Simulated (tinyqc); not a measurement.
Inside a calculation: linear model of a band gap against the share of exact exchange. Values are carried at full precision from step to step, so a last printed digit may differ when a step is redone from the rounded ones.

E(alpha) = E0 + S alpha. A wider gap screens less, modelled in the Penn form eps(alpha) = 1 + (e0 - 1)(EP/(EP + S alpha))^2 with a scale EP chosen for the exercise. A dielectric-dependent hybrid takes alpha = 1/eps.

Parameters, chosen for this exercise (of the order of those of InP; the results hold for these values, not for the real material):
- E0 = 0.67 eV (gap of the semi-local functional)
- S = 5.16 eV (slope dE/d(alpha))
- e0 = 10.66 (optical dielectric constant at alpha = 0)
- EP = 9.6 eV (energy scale of the screening)
- Et = 1.43 eV (target gap)
- a_start = 0 (starting alpha)
- fv = 0.55 (share of the opening taken by the valence edge)
- Ed = 0.15 eV (defect level above the semi-local valence top)
- cd = 0.37 (shift of the level per unit opening, on the scale of the mean potential)

## Fixed shares

Gap, error against the target and eps for alpha = 0, 0.25 and 1/e0; and the alpha that meets the target, (Et - E0)/S.

Results:

| alpha | E (eV) | E - Et (eV) | eps |
|---|---|---|---|
| 0.0000 | 0.670 | -0.760 | 10.660 |
| 0.2500 | 1.960 | 0.530 | 8.507 |
| 0.0938 | 1.154 | -0.276 | 9.755 |

alpha for the target = 0.1473

A quarter of exact exchange overshoots the target by 0.53 eV: the material needs 0.147, and 1/e0 = 0.094 lies closer to it than 0.25 does.

## Self-consistent share

Iterate alpha -> 1/eps(alpha) seven times from a_start. The fixed point solves alpha eps(alpha) = 1; the contraction factor there is 2 (eps - 1) S/((EP + S alpha) eps^2).

Iterates:

| step | alpha | eps | E (eV) |
|---|---|---|---|
| 0 | 0.00000 | 10.6600 | 0.6700 |
| 1 | 0.09381 | 9.7549 | 1.1541 |
| 2 | 0.10251 | 9.6774 | 1.1990 |
| 3 | 0.10333 | 9.6701 | 1.2032 |
| 4 | 0.10341 | 9.6695 | 1.2036 |
| 5 | 0.10342 | 9.6694 | 1.2036 |
| 6 | 0.10342 | 9.6694 | 1.2036 |
| 7 | 0.10342 | 9.6694 | 1.2036 |

fixed point = 0.10342
contraction factor = 0.0944

The factor is positive, so the iterates approach from one side, the error shrinking to 0.09 of itself each step; the gap is within 0.01 eV of its limit from step 2. Self-consistency moves the gap by +0.050 eV against the one-shot choice 1/e0, since a wider gap screens less.

## Band edges and a deep level

The opening c = S alpha lowers the valence top by fv c and raises the conduction edge by (1 - fv) c, both against the mean potential; the level moves by cd c. Use the fixed point. Compare with stretching the level in proportion to the gap and with pinning it to either edge.

opening c = 0.534 eV

shifts of the valence and conduction edges (eV): -0.294  0.240

level above the valence top = 0.641 eV
level below the conduction edge = 0.563 eV

level above the valence top: stretched, tied to the valence edge, tied to the conduction edge (eV): 0.269  0.150  0.684

The three recipes err by -0.37, -0.49 and +0.04 eV against alignment through the mean potential. With cd = 0.37 the level moves with the conduction edge, by 0.82 times as much as that edge.

## Checks

- Fixed point by bisection against 60 substitutions: both 0.10342.

Computed by tinyqc, a small Python program: `OMP_NUM_THREADS=1 python tinyqc.py 1881282 1881283 out.jsonl` (the numbers bound the seed that draws the inputs); one thread of a shared host (Intel(R) Xeon(R) Processor @ 2.30GHz), about 0.01 s for the whole set of steps.
